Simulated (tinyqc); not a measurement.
Lateral drift layer with reduced surface field (RESURF), charge-sharing estimate: one step of the calculation.

A thin n layer of doping N and thickness t on a p substrate, between a p+ body and an n+ drain a distance Ld apart. The vertical junction depletes the share eta of the layer, which lowers the charge that the lateral junction sees to (1 - eta) N. Constant Ec; a one-dimensional estimate of a two-dimensional field.

Task. Surface breakdown voltage. eta = c sqrt(V); V(new) = V0/(1 - eta).

V after iteration 1 = 81.955734 V
V0 = 63.002941 V
c = 0.029135575 V^-0.5

Wanted: eta; V after iteration 2.

Result.

eta = 0.26376
V after iteration 2 = 85.574 V

Program tinyqc, `OMP_NUM_THREADS=1 python tinyqc.py 2590006 2590007 out.jsonl`; Intel Xeon 2.30GHz, shared host, one thread, about 0.01 s.
